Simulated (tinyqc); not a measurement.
Temperature and segregation coefficient: dopant redistribution at a moving silicon-oxide interface during parabolic oxidation. Computed by tinyqc, a small Python program. Command: `OMP_NUM_THREADS=1 python tinyqc.py 3012447 3012448 out.jsonl segox walk`. One thread of a shared host (Intel(R) Xeon(R) Processor @ 2.30GHz), about 0.01 s of CPU time with the checks.

Uniformly doped silicon is oxidised with x_ox = sqrt(B t); the interface advances into the silicon by alpha x_ox, alpha = 0.44. The dopant does not move in the oxide, and at the interface C(silicon) = m C(oxide).

Inputs (values chosen for the exercise, modelled on boron in silicon under steam): dopant prefactor D0 = 0.849 cm^2/s; dopant activation energy E = 3.5 eV; oxidation prefactor B0 = 388 um^2/h; oxidation activation energy E_B = 0.79 eV; segregation coefficient m = C(silicon)/C(oxide) = 0.21.

Constants: k_B = 8.617333262e-05 eV/K.

Method:
- D = D0 exp(-E/(k_B T)), converted with 1 cm^2/s = 3.6e11 um^2/h; B = B0 exp(-E_B/(k_B T)); s = alpha sqrt(B/(4 D)), the interface advance over 2 sqrt(D t).
- Temperatures in kelvin are T(C) + 273.15.
- With the dopant diffusivity D and s = alpha x_ox/(2 sqrt(D t)), in the silicon C = C_B + (C_s - C_B) erfc(y/(2 sqrt(D t)))/erfc(s), y from the original surface. Dopant balance at the interface gives C_s/C_B = 1/[1 + (1/(m alpha) - 1) g], g = sqrt(pi) s exp(s^2) erfc(s).

C_s/C_B:
```
T (C)       s   this m  m = 0.2  m = 1/alpha  m = 10
850    9.4268  0.09287  0.08845            1  4.3187
900    5.1907  0.09390  0.08944            1  4.1514
950    3.0011  0.09662  0.09204            1  3.7809
1000   1.8114  0.10267  0.09783            1  3.2006
1050   1.1359  0.11397  0.10867            1  2.5746
1100   0.7369  0.13217  0.12614            1  2.0684
1150   0.4928  0.15837  0.15135            1  1.7184
1200   0.3387  0.19307  0.18486            1  1.4898
```

What follows from these numbers?

s falls from 9.43 to 0.339 as T rises, because diffusion has the larger activation energy (3.5 against 0.79 eV); the ratio for this m moves from 0.093 to 0.193, towards 1. At m = 1/alpha the oxide takes exactly what the silicon held, and nothing moves. The ratio does not depend on time, since both lengths grow as sqrt(t).
